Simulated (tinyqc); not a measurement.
Vibrations of a mass or spring defect in a linear chain. From weight of the highest mode on the defect back to defect mass M'. Computed by tinyqc, a small Python program. Command: `OMP_NUM_THREADS=1 python tinyqc.py 3031571 3031572 out.jsonl localmode inv`. One thread of a shared host (Intel(R) Xeon(R) Processor @ 2.30GHz), about 0.05 s of CPU time with the checks.

A ring of N atoms with nearest-neighbour springs k and motion along the chain. Atom 1 is the defect, of mass M', and its two springs are k'. All other atoms have the mass M.

Inputs (values chosen for the exercise, for a model chain): spring constant k = 1.8 eV/angstrom^2; host mass M = 21.5 u; spring ratio k'/k at the defect = 1.

Host: monatomic.

Constants: nu for 1 eV/(angstrom^2 u) = 15.6333042 THz.

Method:
- Host band: lambda from 0 to 4k/M.
- nu = 15.6333042 THz x sqrt(lambda), lambda in eV/(angstrom^2 u).
- D_ii = (sum of the two springs at i)/M_i, D_ij = -k_ij/sqrt(M_i M_j) for neighbours, closed into a ring.
- The same matrix for 120 atoms; amplitudes are the mass-weighted eigenvector, in size, relative to the defect, for the highest mode; its weight is the squared component of the normalised eigenvector on the defect.

Question. A run gave the result below. Find the defect mass M', known to lie between 4.2 and 12 u.

weight of the highest mode on the defect = 0.7991846

Answer.

Each step takes the trial c = (a f_b - b f_a)/(f_b - f_a), f being the result less the target and a, b, c the logarithms of the listed values; c replaces end b, the old b replaces a if the sign of f changed, and otherwise f_a is halved.

Scan of the range:

| defect mass M' (u) | weight of the highest mode on the defect |
|---|---|
| 4.20 | 0.891753 |
| 5.00 | 0.868421 |
| 5.96 | 0.839093 |
| 7.10 | 0.802228 |
| 8.46 | 0.755067 |
| 10.10 | 0.693009 |
| 12.00 | 0.612903 |

False position (Illinois rule, in the logarithm of the input) inside the bracket:

| step | end a | end b | trial | weight of the highest mode on the defect |
|---|---|---|---|---|
| 1 | 7.10000 | 8.46000 | 7.18076 | 0.799528 |
| 2 | 8.46000 | 7.18076 | 7.18985 | 0.799223 |
| 3 | 8.46000 | 7.18985 | 7.19189 | 0.799155 |
| 4 | 7.18985 | 7.19189 | 7.19100 | 0.799185 |
| 5 | 7.19189 | 7.19100 | 7.19100 | 0.799185 |

Weight of the highest mode on the defect falls at every point of a 13-point scan of the range (every second point is shown), so one value fits; it is bracketed by 7.10 and 8.46. Answer: defect mass M' = 7.191 u.
